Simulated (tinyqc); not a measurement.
Self-heating of a transistor with one or more fingers, with temperature-dependent conductivity: one step, computed by the program tinyqc. Command: `OMP_NUM_THREADS=1 python tinyqc.py 3026469 3026470 out.jsonl selfheat walk`. One thread of a shared host (Intel(R) Xeon(R) Processor @ 2.30GHz), about 0.05 s of CPU time with the checks.

N long parallel fingers lie on the top face of a slab whose bottom is held at T_0; the top is otherwise insulated, and heat flows in two dimensions. P in W/mm is 1000 P in W/m.

Question. Linear temperature rise of each finger. theta_i = (P/(pi kappa_0)) [g_0 + sum over j != i of g(|i - j| s)], with equal powers and constant conductivity; thermal resistance = largest theta/P.

Inputs (values chosen for the exercise, modelled on gallium arsenide): conductivity at the base temperature kappa_0 = 37.7 W/(m K); power per gate width P = 0.44 W/mm; fingers N = 5.

Power: fixed power.

own factor g_0 = 7.142057

g(j s), j = 1..7: 0.4737934  0.1082762  0.0251577  0.0058505  0.0013606  0.0003164  0.0000736

Give: theta of each finger; largest theta; thermal resistance.

Answer.

theta of each finger (K): 28.81  30.55  30.86  30.55  28.81

largest theta = 30.86 K

thermal resistance = 70.13 K mm/W

The neighbours supply 14 % of the rise of the hottest finger, which runs 2.0 K above the outer ones.
